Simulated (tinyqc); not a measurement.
Inside a calculation. Method: tight binding, honeycomb lattice. One step of it, computed by the program tinyqc.

Task: Bloch Hamiltonian at K. H_AB = -t1 (1 + exp(-i k.a1) + exp(-i k.a2)); H_AA = delta - 2 t2 sum cos(k.b + phi), H_BB = -delta - 2 t2 sum cos(k.b - phi), b = a1, a2 - a1, -a2.

Parameters chosen for this model:
```
parameter      value                        unit
t1          0.960000                 eV, nearest
t2          0.070000       eV, second neighbours
phi        -2.350000  rad, phase of t2 (Haldane)
delta       0.440000          eV, +/- on A and B
```

k point K (fractions of the reciprocal vectors): [0.333333, 0.666667]

Give: H(k) at K.

Result:

H(k) at K (eV), order A, B:
```
[[0.034, 0.000],
 [0.000, -0.329]]
```
